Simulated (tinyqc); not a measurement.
All-pass ring resonator: one step of the calculation.

A ring of length L = 2 pi Rr coupled to one bus waveguide: round-trip amplitude a = 10^(-al L/20), self-coupling t = sqrt(1 - k2). At detuning d from the resonance the round-trip phase is p = 2 pi d/FSR and the transmission T = (a^2 - 2 a t cos p + t^2)/(1 - 2 a t cos p + a^2 t^2). Lossless coupler, linear absorption only.

Question. Resonance parameters. FSR = lam^2/(ng L), finesse F = pi sqrt(a t)/(1 - a t), FWHM = FSR/F, Q = lam/FWHM, Tmin = (a - t)^2/(1 - a t)^2, power build-up k2 a^2/(1 - a t)^2, optical bandwidth c/(lam Q).

Inputs (values chosen for the exercise); values close to those of silicon waveguides: cold resonance wavelength lam = 1310 nm; ring radius Rr = 5 um; group index ng = 4.13; propagation loss al = 5.3 dB/cm; power coupling k2 = 0.0012.

Constants: c = 299792458 m/s. Results are converted to the units shown.

Wanted: a; t; FSR; F; FWHM; Q; Tmin; build-up; bandwidth.

Answer.

a = 0.99808
t = 0.99940
FSR = 13.226 nm
F = 1248.0
FWHM = 10.598 pm
Q = 1.2361e5
Tmin = -5.6297 dB
build-up = 189.12
bandwidth = 1.8514 GHz

The ring is undercoupled; critical coupling needs k2 = 1 - a^2 = 0.00383.

Numbers from tinyqc (`OMP_NUM_THREADS=1 python tinyqc.py 2650045 2650046 out.jsonl`; about 0.01 s on one thread of a shared Intel Xeon 2.30GHz).
